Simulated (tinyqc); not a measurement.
# Worked calculation: six-transistor SRAM cell, nodal equations and margins

Program tinyqc, `OMP_NUM_THREADS=1 python tinyqc.py 2340098 2340099 out.jsonl`; Intel Xeon 2.30GHz, shared host, one thread, about 0.1 s. Printed values are rounded.

Two cross-coupled inverters (pull-down bn, pull-up bp) hold the nodes Q and QB; access transistors (ba, threshold VTn, gate on the word line at Vdd when selected) join them to the bit lines. Transistor (EKV form, voltages against the body): I = 2 n b Vt^2 [F(vp - Vs) - F(vp - Vd)] from drain to source, F(v) = ln^2(1 + exp(v/(2 Vt))), vp = (Vg - VT + sg |Vd - Vs|)/n. n-channel bodies are at 0; for the p-channel device all voltages are counted down from Vdd. b in uA/V^2 gives I in uA. For an access transistor the bit line is the drain and the node the source. In a read both bit lines are at Vdd. The cell is symmetric (no mismatch).

Parameters, values chosen for the exercise: temperature T = 300 K; supply voltage Vdd = 1.2 V; slope factor n = 1.3; drain-induced barrier lowering sg = 0.088; n-channel threshold VTn = 0.43 V; p-channel threshold (magnitude) VTp = 0.44 V; gain factor of the pull-down transistor bn = 270 uA/V^2; gain factor of the access transistor ba = 220 uA/V^2; gain factor of the pull-up transistor bp = 130 uA/V^2.

Constants: q = 1.602176634e-19 C, kB = 1.380649e-23 J/K, Vt = kB T/q. Results are converted to the units shown.

## Iteration 1: node voltages in a read by Newton steps

(Q, QB) at the start (V): Q 0.00000, QB 1.20000

F1 = In(gate QB, drain Q) - Ip(gate QB, drain Q) - Ia(bit line, Q), F2 the same with Q and QB exchanged; J by central differences with +/- 1e-6 V; solve J d = -F, limit each component to +/- 0.15 V and add.

F1, F2 (uA): [-64.8726, 0.0000]

J (uS):
```
          Q      QB
F1  413.569   0.000
F2    0.001  98.799
```

(Q, QB) after iteration 1 (V): Q 0.15000, QB 1.20000

## Iteration 2: node voltages in a read by Newton steps

As before.

F1, F2 (uA): [-9.92042, 0.00230]

J (uS):
```
          Q      QB
F1  319.117  40.516
F2    0.070  79.298
```

(Q, QB) after iteration 2 (V): Q 0.18109, QB 1.19994

## Course of the iteration: node voltages in a read by Newton steps

Stop when the largest change of (Q, QB) is below 1e-9 V, or after 30 iterations. The rule counts as met only at the stable state with Q low.

Course of the iteration:
```
iteration     Q (V)  largest |change| of one entry (V)
1              0.15                              0.150
2          0.181094                             0.0311
3          0.182116                            1.02e-3
4          0.182118                            1.13e-6
5          0.182118                           1.47e-12
```

Converged in 5 iterations. At the end the number of correct digits about doubles with each step.

## Read current and disturbance

(Q, QB) (V): Q 0.182118, QB 1.19992

Iread = Ia(bit line at Vdd, source Q); cell ratio bn/ba; time to pull a bit line of 20 fF down by 0.1 V at that current.

Iread = 32.8235 uA
cell ratio = 1.22727
time = 60.9320 ps

The read lifts the low node to 182 mV, against a balance point of 570 mV.

## The largest square in the read butterfly

c, point 0 to 6 (V): [0.18, 0.3, 0.43, 0.52, 0.61, 0.67, 0.73]

f(x) is the node voltage of one half-cell in a read for input x (In - Ip - Ia = 0). Static noise margin: side of the largest square between the curve (x, f(x)) and its mirror image (f(y), y); with h(c) the root x of f(x) - x = c, it is the maximum over c > 0 of h(c) - h(-c) + c.

```
point  h(c) (V)  h(-c) (V)  side (V)
0      0.542752   0.640219  0.082534
1      0.532930   0.699819  0.133111
2      0.522040   0.769941  0.182099
3      0.511162   0.821836  0.209325
4      0.489139   0.879096  0.220043
5      0.465235   0.920913  0.214321
6      0.433202   0.965246  0.197956
```

The maximum over c is 220.1 mV, the read margin; with the word line off (no Ia) the same construction gives 446.6 mV.
